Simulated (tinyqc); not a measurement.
# A finite superlattice with mass mismatch, transfer matrices: what changes with what

One electron of energy E comes from the left lead (band edge 0); no transverse momentum. Parabolic bands, masses in units of m0, C = hbar^2/(2 m0); psi and psi'/m are continuous at every interface. N periods of a barrier d1 followed by a well Lw; the right lead equals the left one.

Values chosen for this exercise; masses and offsets close to those of InGaAs wells and InP barriers: mass in the left lead mL = 0.04 m0; barrier height U1 = 0.24 eV; barrier mass m1 = 0.081 m0; barrier width d1 = 1.2 nm; well width (edge 0, mass mL) Lw = 9.9 nm; number of periods N = 7; electron energy E = 0.128 eV.

Constants: q = 1.602176634e-19 C, hbar = 1.054571817e-34 J s, m0 = 9.1093837015e-31 kg, hbar^2/(2 m0) = 0.0380998212 eV nm^2. Results are converted to the units shown.

Each table varies one quantity; the others keep the values above.

## Transmission against energy

For the pair (psi, psi'/m) a flat layer has M = [[cos kd, (m/k) sin kd], [-(k/m) sin kd, cos kd]] with k = sqrt(m (E - U)/C) above its edge U, and M = [[cosh Kd, (m/K) sinh Kd], [(K/m) sinh Kd, cosh Kd]] with K = sqrt(m (U - E)/C) below it. The matrices are multiplied with later layers to the left. With M acting on (psi, psi'/m) and v = k/m in each lead, T(E) = 4 vL vR/[(vL vR M12 - M21)^2 + (vR M11 + vL M22)^2]. The last column is exp(-2 sum K d) over the layers with U > E.

Results:
```
E (eV),T(E),exp(-2 sum K d)
0.019,5.824e-4,9.973e-6
0.057,0.4447,2.812e-5
0.094,3.267e-4,8.612e-5
0.132,0.5974,3.191e-4
0.169,0.9980,0.001463
0.207,0.6803,0.01168
0.244,0.8916,1.000
0.282,0.002773,1.000
0.357,0.08902,1.000
0.394,0.7847,1.000
0.432,0.8439,1.000
```

Estimate the missing row, E = 0.319 eV.

Computed row:
```
E (eV),T(E),exp(-2 sum K d)
0.319,0.001941,1.000
```

With this row back in the table: T(E) runs from 5.82e-4 at 0.019 eV to 0.844 at 0.432 eV; among the rows its largest value is 0.998 at 0.169 eV.

## Lowest miniband against Lw

With x(E) = (M11 + M22)/2 of one period, the lowest miniband of the infinite superlattice runs from x = 1 to x = -1, and the mass at its bottom is -2 C (dx/dE)/(d1 + Lw)^2.

Results:
```
Lw (nm),bottom (eV),top (eV),width (meV),mass at the bottom (m0)
5,0.04125,0.1810,139.8,0.05090
7.1,0.02932,0.1078,78.47,0.04966
9.2,0.02231,0.07163,49.32,0.04925
11.3,0.01774,0.05108,33.35,0.04930
13.4,0.01453,0.03827,23.74,0.04962
15.6,0.01208,0.02942,17.34,0.05017
19.8,0.008916,0.01928,10.36,0.05160
```

Estimate the missing row, Lw = 17.7 nm.

Computed row:
```
Lw (nm),bottom (eV),top (eV),width (meV),mass at the bottom (m0)
17.7,0.01031,0.02355,13.24,0.05083
```

With this row back in the table: The width falls from 140 to 10.4 meV, the bottom falls from 0.0412 to 0.00892 eV, and the mass at the bottom goes from 0.0509 through a minimum of 0.0493 (at Lw = 9.2 nm among the rows listed) to 0.0516 m0 (well mass 0.04).

## Transmission against the number of periods

x = (M11 + M22)/2 of one period. For |x| < 1 the energy lies in a miniband and cos(th) = x; for |x| > 1 it lies in a gap and cosh(g) = |x|. M^N = U_(N-1)(x) M - U_(N-2)(x) 1, with U_n = sin((n + 1) th)/sin th in a band and sign(x)^n sinh((n + 1) g)/sinh g in a gap.

Transmission against the number of periods:
```
N,T(E),1/T(E) - 1
1,0.6870,0.4555
2,0.3965,1.522
3,0.2860,2.496
4,0.2676,2.737
5,0.3242,2.084
6,0.5078,0.9695
8,0.8997,0.1115
10,0.3277,2.052
12,0.2842,2.518
16,0.7002,0.4281
```

Here x = -0.9139. The energy lies in a miniband: 1/T(E) - 1 equals its one-period value times U_(N-1)^2, so T(E) oscillates with N, between 0.268 and 0.900 in these rows, and does not decay.

Computed by the program tinyqc: `OMP_NUM_THREADS=1 python tinyqc.py 2560043 2560044 out.jsonl`, one thread of a shared Intel Xeon 2.30GHz, about 0.01 s for the whole run.
